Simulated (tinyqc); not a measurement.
# Surface potential of a MOS transistor: implicit equation and explicit approximations: two studies

p-type body, charge-sheet picture, depletion and inversion only, full ionisation (an idealisation for deep acceptors), Boltzmann statistics (rough once Na exp(x - xn) passes about Nc/7). In units of Vt: xg = (Vg - Vfb)/Vt, x = psi/Vt, G = gamma/sqrt(Vt), xn = (2 phiF + Vc)/Vt. The implicit equation is (xg - x)^2 = G^2 [x - 1 + exp(x - xn)] for x above about 3. Cox = eps0 eox/tox.

Values chosen for this exercise; band and dielectric values close to those of silicon: temperature T = 300 K; band gap Eg = 1.14 eV; relative permittivity eps_r = 11.7; conduction-band density of states at T Nc = 2.8e19 cm^-3; valence-band density of states at T Nv = 2.63e19 cm^-3; relative permittivity of the gate insulator (close to hafnium oxide) eox = 22.5; insulator thickness tox = 69 nm; acceptor density Na = 7.2e17 cm^-3; flat-band voltage Vfb = -0.48 V; channel-body voltage Vc = 0 V; gate-body voltage Vg = 2.68 V.

Constants: q = 1.602176634e-19 C, kB = 1.380649e-23 J/K, Vt = kB T/q, eps0 = 8.8541878128e-14 F/cm where lengths are in cm. Results are converted to the units shown.

Each table varies one quantity; the others keep the values above.

## Accuracy of the approximations against gate voltage

ni = sqrt(Nc Nv) exp(-Eg/(2 Vt)), Eg in volts; phiF = Vt ln(Na/ni); gamma = sqrt(2 q eps0 eps_r Na)/Cox; VT = Vfb + Vt (xn + G sqrt(xn - 1)). Depletion value a = 1 + [sqrt(G^2/4 + xg - 1) - G/2]^2; inversion value b = xn + ln[(xg - xn)^2/G^2 - xn + 1] and first guess y = min(a, b) - ln(1 + exp(-|a - b|)) if a > xn + 1, else b = y = a; one second-order correction with D = exp(y - xn), p = 2 (xg - y) + G^2 (1 + D), w = (xg - y)^2 - G^2 (y - 1 + D): z = y + 2 w/(p + sqrt(p^2 - 2 (2 - G^2 D) w)), or the Newton step z = y + w/p where the root is not real. N_inv = (Cox Vt G/q) [sqrt(x - 1 + exp(x - xn)) - sqrt(x - 1)] at the root. Lambert form (Cox m Vt/q) W0[(G/(2 m sqrt(xn - 1))) exp((Vg - VT)/(m Vt))], m = 1 + G/(2 sqrt(xn - 1)). Errors under 1e-4 mV, and the linear form below VT, are printed as 0.

Results:
```
Vg (V)  psi (V)    x - xn  error of y (mV)  error of z (mV)  N_inv (cm^-2)  Cox (Vg - VT)/q (cm^-2)  Lambert form (cm^-2)
1.7     0.74453   -8.0385          4.17e-3                0       1.5018e7                        0              1.0420e7
1.9     0.84608   -4.1104            0.205                0       7.1416e8                        0              6.3439e8
2.1     0.94283  -0.36828             8.36          -0.0462      2.8362e10                        0             2.8345e10
2.3     0.99600    1.6886             10.2           -0.273      2.0942e11                3.5649e11             2.1240e11
2.5      1.0195    2.5969             9.72           -0.282      4.9137e11                7.1690e11             4.9817e11
2.7      1.0336    3.1431             7.61           -0.131      8.0481e11                1.0773e12             8.1544e11
3.1      1.0516    3.8409             5.37          -0.0437      1.4658e12                1.7981e12             1.4838e12
3.3      1.0582    4.0946             4.72          -0.0292      1.8046e12                2.1586e12             1.8261e12
```

Estimate the missing row, Vg = 2.9 V.

Computed row:
```
Vg (V)  psi (V)  x - xn  error of y (mV)  error of z (mV)  N_inv (cm^-2)  Cox (Vg - VT)/q (cm^-2)  Lambert form (cm^-2)
2.9      1.0437  3.5342             6.27          -0.0710      1.1317e12                1.4377e12             1.1460e12
```

With this row back in the table: psi rises from 0.745 to 1.06 V and ends 4.1 Vt above 2 phiF + Vc. Among the rows the first guess is off by at most 10 mV (at Vg = 2.3 V) and the corrected value by at most 0.28 mV. In the last row the linear form is 20 % above N_inv and the Lambert form 1.2 % above it; in the first row the Lambert form is 31 % below it. For Vg = 2.5, 2.7, 2.9, 3.1, 3.3 the electron quasi-Fermi level lies less than 2 Vt below the band edge at the surface, or above it, where degeneracy and confinement, left out, matter.

## Effect of the acceptor density at fixed gate voltage

Same model as above.

Vfb is held fixed.

Effect of the acceptor density at fixed gate voltage:
```
Na (cm^-3)  psi (V)   x - xn  error of y (mV)  error of z (mV)  N_inv (cm^-2)  Cox (Vg - VT)/q (cm^-2)  Lambert form (cm^-2)
2.4e16      0.97169   7.5505             4.58          -0.0272      3.4017e12                3.8126e12             3.4811e12
5.1e16      0.99013   6.7563             4.34          -0.0228      3.1128e12                3.5034e12             3.1767e12
1.1e17       1.0081   5.9160             4.24          -0.0212      2.6957e12                3.0672e12             2.7441e12
2.4e17       1.0244   4.9834             4.53          -0.0259      2.0881e12                2.4378e12             2.1208e12
5.1e17       1.0341   3.8519             5.92          -0.0593      1.2524e12                1.5625e12             1.2697e12
1.1e18       1.0043   1.1607             6.47          -0.0515      1.5414e11                2.6586e11             1.5601e11
2.3e18      0.69128  -12.421                0                0       3.4847e5                        0              1.3712e5
5e18        0.40661  -24.986                0                0         2.3729                        0              0.022204
```

What does the comparison show?

As Na goes from 2.4e16 to 5e18, psi goes from 0.972 through a maximum of 1.03 (at Na = 5.1e17 among the rows listed) to 0.407 V, x - xn falls from 7.55 to -25.0 and N_inv falls from 3.40e12 to 2.37 cm^-2. The Lambert form lies between 0.00936 and 1.02 times N_inv. For Na = 2.4e16, 5.1e16, 1.1e17, 2.4e17, 5.1e17 the electron quasi-Fermi level lies less than 2 Vt below the band edge at the surface, or above it, where degeneracy and confinement, left out, matter.

Computed by the program tinyqc: `OMP_NUM_THREADS=1 python tinyqc.py 2122040 2122041 out.jsonl`, one thread of a shared Intel Xeon 2.30GHz, about 0.01 s for the whole run.
